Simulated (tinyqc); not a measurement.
Ewald sum of point charges, displaced rock salt lattice, step by step. Computed by tinyqc, a small Python program that keeps every step. Command: `OMP_NUM_THREADS=1 python tinyqc.py 29668 29669 out.jsonl` (the two numbers bound the seeds that draw the settings). One thread of a shared host (Intel(R) Xeon(R) Processor @ 2.60GHz), about 0.03 s of CPU time with the checks.

## Ewald sum with eta = 0.34 1/bohr

cell vectors (rows) (bohr):
```
[[0.00000, 5.14500, 5.14500],
 [5.14500, 0.00000, 5.14500],
 [5.14500, 5.14500, 0.00000]]
```

Charges:
```
q              f1       f2       f3
2.00000   0.00000  0.00000  0.00000
-2.00000  0.44000  0.57000  0.50000
```

Real space: 1/2 sum q_i q_j erfc(eta r)/r over all images with r > 0; reciprocal space: (2 pi/V) sum_(G != 0) exp(-G^2/4 eta^2)/G^2 |S(G)|^2 with S(G) = sum q exp(i G.r); self term -eta/sqrt(pi) sum q^2; background -pi Q^2/(2 V eta^2), Q the total charge.

Real-space shells (first ones):
```
r (bohr)  pairs  sum (hartree)
4.79507       2       -0.01763
4.84996       2       -0.01625
5.11559       2       -0.01087
5.21805       2       -0.00928
5.46582       2       -0.00628
5.51404       2       -0.00582
7.27613      24        0.00309
8.49876       2      -2.06e-05
8.56082       2      -1.80e-05
8.86464       2      -9.13e-06
8.92417       4      -1.59e-05
8.98329       2      -6.96e-06
```

Reciprocal shells (first ones that count):
```
G^2 (1/bohr^2)  vectors  sum (hartree)
1.11854               8        0.23005
1.49138               6        0.00165
2.98276              12        0.00013
4.10130              24        0.00028
4.47415               8       3.32e-06
5.96553               6       9.90e-08
7.08407              24       2.43e-07
7.45691              24       1.54e-08
8.94829              24       5.95e-10
10.06683             32       3.41e-10
```

## The total does not depend on eta

The same sums for other eta.

Totals (hartree per cell):
```
eta           real  reciprocal      self  background       total
0.34000   -0.06312     0.23211  -1.53460     0.00000  -1.3656039
0.50800   -0.00132     0.92858  -2.29287     0.00000  -1.3656039
0.66900  -1.04e-05     1.65395  -3.01954     0.00000  -1.3656039
```

shortest distance = 4.79507 bohr

Madelung constant -E d / (formula units |q+ q-|) = 1.63704
